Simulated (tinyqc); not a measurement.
Straight dislocations in isotropic elasticity: fields, energies, partials, Peierls stress and walls. Changing the Poisson ratio nu. Computed by tinyqc, a small Python program. Command: `OMP_NUM_THREADS=1 python tinyqc.py 3006723 3006724 out.jsonl disloc sweep`. One thread of a shared host (Intel(R) Xeon(R) Processor @ 2.30GHz), about 0.01 s of CPU time with the checks.

The line runs along z, the glide plane is y = 0, and beta is the angle between b and the line (0 screw, 90 degrees edge): b_e = b sin(beta) along +x with the extra half plane at y > 0, b_s = b cos(beta). Stress is positive in tension.

Inputs (values chosen for the exercise, modelled on silver):

| quantity | value | unit |
|---|---|---|
| shear modulus G | 29.8 | GPa |
| Burgers vector b | 2.889 | angstrom |
| stacking-fault energy gamma | 16.1 | mJ/m^2 |
| dislocation density rho | 8.1e+12 | 1/m^2 |
| core radius r0/b | 1.5 | - |
| unstable fault energy gamma_us | 241 | mJ/m^2 |

Character: edge.

Constants: 1 eV/angstrom^3 = 160.2176634 GPa.

Method:
- Energy factor K = G [cos^2(beta) + sin^2(beta)/(1 - nu)].
- E = K b^2/(4 pi) ln(R/r0) with R = 1/(2 sqrt(rho)); tension T = E + d^2E/d(beta)^2 = G b^2 [1 + nu - 3 nu sin^2(beta)]/(4 pi (1 - nu)) ln(R/r0). The core energy is taken into r0.
- Shockley partials have b_p = b/sqrt(3) at the angles beta -/+ 30 degrees; their repulsion balances the fault at d = G b_p^2/(8 pi gamma) (2 - nu)/(1 - nu) [1 - 2 nu cos(2 beta)/(2 - nu)].
- Misfit energy gamma(u) = (gamma_us/2)(1 - cos(2 pi u/b)), so the largest restoring stress is tau_max = pi gamma_us/b; u(x) = b/2 + (b/pi) arctan(x/zeta), zeta = K b/(4 pi tau_max). Summing the misfit energy over atomic rows a' apart gives, for a wide core, W_P = (K b^2/pi) exp(-2 pi zeta/a') and sigma_P = (K b/a') exp(-2 pi zeta/a'); a' = b/2 for edge and 30-degree lines, b sqrt(3)/2 for screw and 60-degree lines.

One run for each value:

| Poisson ratio nu | line energy E (eV/nm) | line tension T (eV/nm) | splitting width d (nm) | Peierls stress sigma_P (MPa) |
|---|---|---|---|---|
| 0.12 | 8.430 | 6.4066 | 4.9360 | 1.6558e-01 |
| 0.17 | 8.938 | 5.8988 | 5.3568 | 8.0604e-02 |
| 0.21 | 9.390 | 5.4462 | 5.7318 | 4.2321e-02 |
| 0.26 | 10.025 | 4.8118 | 6.2575 | 1.7084e-02 |
| 0.31 | 10.751 | 4.0854 | 6.8594 | 6.0170e-03 |
| 0.36 | 11.591 | 3.2454 | 7.5554 | 1.7902e-03 |
| 0.40 | 12.364 | 2.4727 | 8.1957 | 5.8415e-04 |
| 0.45 | 13.488 | 1.3488 | 9.1270 | 1.1378e-04 |

Over the rows, line energy E (eV/nm) rises from 8.43 to 13.5 (exponent d ln y / d ln x 0.17 between the first rows and 0.74 between the last); line tension T (eV/nm) falls from 6.41 to 1.35 (exponent d ln y / d ln x -0.24 between the first rows and -5.1 between the last); splitting width d (nm) rises from 4.94 to 9.13 (exponent d ln y / d ln x 0.23 between the first rows and 0.91 between the last).

Caution (rows 0.310, 0.360, 0.400, 0.450): so small a Peierls stress means only that the model finds negligible lattice resistance; its value is not a prediction.

Extremes, crossings and ranges named in words are read from the listed rows.
